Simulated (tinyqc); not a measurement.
Changing the anneal temperature T: dopants and charged point defects at anneal temperature: Fermi-level effect, clustering and pairing. Computed by tinyqc, a small Python program. Command: `OMP_NUM_THREADS=1 python tinyqc.py 3022372 3022373 out.jsonl pairing sweep`. One thread of a shared host (Intel(R) Xeon(R) Processor @ 2.30GHz), about 0.04 s of CPU time with the checks.

Boltzmann statistics and full ionisation of active dopants. Energies are counted from the valence band; the defect (a vacancy or self-interstitial) has five charge states, with all degeneracy factors one.

Inputs (values chosen for the exercise, with bands modelled on germanium):

| quantity | value | unit |
|---|---|---|
| gap at 0 K E_g0 | 0.73 | eV |
| Varshni alpha | 0.000475 | eV/K |
| Varshni beta | 239 | K |
| electron mass m_e | 0.225 | m_0 |
| valleys M_c | 4 | - |
| hole mass m_h | 0.345 | m_0 |
| total dopant density N | 1.8e+20 | cm^-3 |
| formation enthalpy of the neutral defect H_f | 2.41 | eV |
| formation entropy S_f | 8.1 | k_B |
| site density N_s | 4.7e+22 | cm^-3 |
| dopant atoms per cluster k | 3 | - |
| cluster binding energy E_b | 1.53 | eV |

Dopant: acceptor. Second part: clustering of the dopant.

defect levels as fractions of E_g(T): (2+/+), (+/0), (0/-), (-/2-): 0.14  0.13  0.67  0.95

Constants: m_0 = 9.1093837015e-31 kg; k_B = 1.380649e-23 J/K; h = 6.62607015e-34 J s; k_B = 8.617333262e-05 eV/K.

Method:
- E_g = E_g0 - alpha T^2/(T + beta).
- N_c = 2 M_c (2 pi m_e k_B T/h^2)^(3/2) and N_v = 2 (2 pi m_h k_B T/h^2)^(3/2), masses in units of m_0.
- n_i = sqrt(N_c N_v) exp(-E_g/2 k_B T); E_i = E_g/2 + (k_B T/2) ln(N_v/N_c).
- p = A/2 + sqrt(A^2/4 + n_i^2) for an active density A.
- k ionised dopants and k carriers form one neutral cluster: C = N_s (A/N_s)^k (p/N_b)^k exp(E_b/k_B T), N_b the effective density of states of the majority band, and N = A + k C (60 bisections in ln A between ln N - 90 and ln N).
- chi = n/n_i (for acceptors n_i/p); E_F = E_i + k_B T ln chi; field enhancement h = 1 + A/sqrt(A^2 + 4 n_i^2).
- C_0 = N_s exp(S_f/k_B) exp(-H_f/k_B T). Ratios to the neutral state at E_F = E_i: r_+ = exp((E(+/0) - E_i)/k_B T), r_2+ = r_+ exp((E(2+/+) - E_i)/k_B T), r_- = exp((E_i - E(0/-))/k_B T), r_2- = r_- exp((E_i - E(-/2-))/k_B T); at other E_F state q scales as chi^(-q). The enhancement is sum r_q chi^(-q)/sum r_q. The charge on the defects is left out of neutrality.

One run for each value:

| anneal temperature T (K) | all defects, doped (cm^-3) | enhancement over intrinsic | n_i (cm^-3) | active density A (cm^-3) | mean charge (e) |
|---|---|---|---|---|---|
| 637 | 2.5970e+07 | 1.6421 | 2.1940e+17 | 2.7048e+18 | 0.6655 |
| 702 | 1.7322e+09 | 1.7727 | 4.9485e+17 | 4.4530e+18 | 0.7707 |
| 767 | 5.7374e+10 | 1.8770 | 9.8598e+17 | 6.7582e+18 | 0.8568 |
| 832 | 1.1085e+12 | 1.9489 | 1.7844e+18 | 9.6250e+18 | 0.9261 |
| 897 | 1.4022e+13 | 1.9873 | 2.9922e+18 | 1.3027e+19 | 0.9812 |
| 962 | 1.2645e+14 | 1.9945 | 4.7180e+18 | 1.6910e+19 | 1.0250 |
| 1030 | 9.4192e+14 | 1.9741 | 7.1987e+18 | 2.1408e+19 | 1.0612 |
| 1090 | 4.5162e+15 | 1.9379 | 1.0061e+19 | 2.5667e+19 | 1.0865 |

Describe and explain the trends.

Over the rows, all defects, doped (cm^-3) rises from 2.60e7 to 4.52e15 (exponent d ln y / d ln x 43 between the first rows and 28 between the last); enhancement over intrinsic goes from 1.64 through a maximum among these rows, 1.99 at 962, to 1.94; n_i (cm^-3) rises from 2.19e17 to 1.01e19 (exponent d ln y / d ln x 8.4 between the first rows and 5.9 between the last). A line through ln(all defects) against 1/(k_B T) gives 2.51 eV, against H_f = 2.41 eV for the neutral state alone.

Extremes, crossings and ranges named in words are read from the listed rows.
